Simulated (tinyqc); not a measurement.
# Gate voltage for a given inversion charge

Inverse problem. p-type body, charge-sheet picture, depletion and inversion only, full ionisation (an idealisation for deep acceptors), Boltzmann statistics (rough once Na exp(x - xn) passes about Nc/7). In units of Vt: xg = (Vg - Vfb)/Vt, x = psi/Vt, G = gamma/sqrt(Vt), xn = (2 phiF + Vc)/Vt. The implicit equation is (xg - x)^2 = G^2 [x - 1 + exp(x - xn)] for x above about 3. Cox = eps0 eox/tox. ni = sqrt(Nc Nv) exp(-Eg/(2 Vt)), Eg in volts; phiF = Vt ln(Na/ni); gamma = sqrt(2 q eps0 eps_r Na)/Cox. N_inv = (Cox Vt G/q) [sqrt(x - 1 + exp(x - xn)) - sqrt(x - 1)]. Find x - xn, psi and Vg.

Values chosen for this exercise; band and dielectric values close to those of silicon:
```
symbol    value   unit                                                                 meaning
T           300      K                                                             temperature
Eg          1.1     eV                                                                band gap
eps_r      11.7                                                          relative permittivity
Nc      2.85e19  cm^-3                                  conduction-band density of states at T
Nv      2.62e19  cm^-3                                     valence-band density of states at T
eox        7.68         relative permittivity of the gate insulator (close to silicon nitride)
tox         9.3     nm                                                     insulator thickness
Na       6.9e17  cm^-3                                                        acceptor density
Vfb       -0.55      V                                                       flat-band voltage
Vc            0      V                                                    channel-body voltage
```

Constants: q = 1.602176634e-19 C, kB = 1.380649e-23 J/K, Vt = kB T/q, eps0 = 8.8541878128e-14 F/cm where lengths are in cm. Results are converted to the units shown.

N_inv = 2e10 cm^-2

Answer. N_inv rises steadily with x, so it fixes x; the implicit equation then gives xg directly.

x - xn = -0.727
psi = 0.891 V
Vg = 0.954 V

tinyqc, about 0.01 s, one thread, Intel Xeon 2.30GHz (shared host): `OMP_NUM_THREADS=1 python tinyqc.py 2122056 2122057 out.jsonl`
